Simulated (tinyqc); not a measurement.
Classical nucleation, growth and JMAK kinetics of crystallisation from a melt or glass: one step, computed by the program tinyqc. Command: `OMP_NUM_THREADS=1 python tinyqc.py 3019064 3019065 out.jsonl nucl walk`. One thread of a shared host (Intel(R) Xeon(R) Processor @ 2.30GHz), about 0.01 s of CPU time with the checks.

A spherical nucleus cap on a flat wall with a sharp interface of isotropic energy gamma; lambda = Omega^(1/3) is the jump distance.

Question. Fraction transformed and grain size. JMAK with steady nucleation and growth, nuclei spread at random: extended fraction X_e = (pi/3) I u^3 t^4, X = 1 - exp(-X_e); t_X = [-3 ln(1 - X)/(pi I u^3)]^(1/4); final grains per volume = Gamma(5/4) (3/pi)^(1/4) (I/u)^(3/4), Gamma(5/4) = 0.9064024771. Grain size = (grains per volume)^(-1/3).

Inputs (values chosen for the exercise, for a model substance): temperature T = 928 K; wall area per volume S_v = 2.1e+06 1/m; time t = 1.2 s.

Nucleation: on a flat wall. Driving force: Thompson-Spaepen.

nucleation rate I = 8.000916e+23 1/(m^3 s)

growth velocity u = 2.905786e-08 m/s

Give: extended fraction; fraction X at t; half time t_0.5; grains per volume; grain size.

Answer.

extended fraction = 42.63

fraction X at t = 1

half time t_0.5 = 0.4285 s

grains per volume = 3.406e+23 1/m^3

grain size = 0.01432 micrometre

t is 2.8 half times: the change is complete. Caution: grains come out smaller than the spacing of the walls, so nuclei are not spread at random as JMAK assumes.
